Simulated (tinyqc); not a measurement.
Stress in a transistor channel from embedded alloy regions, liners and fins, by half-space elasticity: one step, computed by the program tinyqc.

Plane strain in an isotropic half-space, the same constants everywhere; x along the channel from its centre, y downwards from the free surface; stress is positive in tension.

Problem. Closed form at the surface. At x = y = 0 the integral is s_xx = -(4/pi) [E e/(1 - nu)] [arctan(2 d/L) - arctan(d/(L/2 + S))].

Inputs (values chosen for the exercise, modelled on silicon): Young's modulus E = 164 GPa; Poisson ratio nu = 0.21; channel length L = 24 nm; length of each stressor S = 195 nm; recess depth d = 40 nm.

Stressor: Si(1-x)Ge(x) source and drain.

misfit e = 0.0205

Give: s_xx at the surface.

Solution.

s_xx at the surface = -5898 MPa

For fixed L and S it is largest at d = sqrt((L/2)(L/2 + S)) = 49.8 nm; d is short of that. Caution: at such misfit the regions may relax by dislocations, and linear elasticity is rough.
